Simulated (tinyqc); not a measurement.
## Insulator thickness and V0 from two charges

Question. In an undoped wire Vg - V0 = Q/Cox + Vt ln(Q/Q0) + Vt ln(1 + Q/Q0) at the source, with Q0 = 4 eps0 eps_r Vt/R and Cox = eps0 eox/(R ln(1 + tox/R)). Find Cox, tox and V0.

Inputs (values chosen for the exercise); material values close to those of silicon: temperature T = 300 K; relative permittivity of the semiconductor eps_r = 11.6; relative permittivity of the gate insulator eox = 8.64; wire radius R = 5 nm.

Constants: q = 1.602176634e-19 C, kB = 1.380649e-23 J/K, Vt = kB T/q, eps0 = 8.8541878128e-14 F/cm where lengths are in cm. Results are converted to the units shown.

Qs at Vg = 0.87 and 1.27 V (nC/cm^2): 1213.8713  3263.1518

Answer. The two equations are linear in 1/Cox and V0; tox follows by inverting the logarithm.

Cox = 5.83 uF/cm^2
tox = 1.50 nm
V0 = 0.568 V

tinyqc, about 0.02 s, one thread, Intel Xeon 2.30GHz (shared host): `OMP_NUM_THREADS=1 python tinyqc.py 2460028 2460029 out.jsonl`
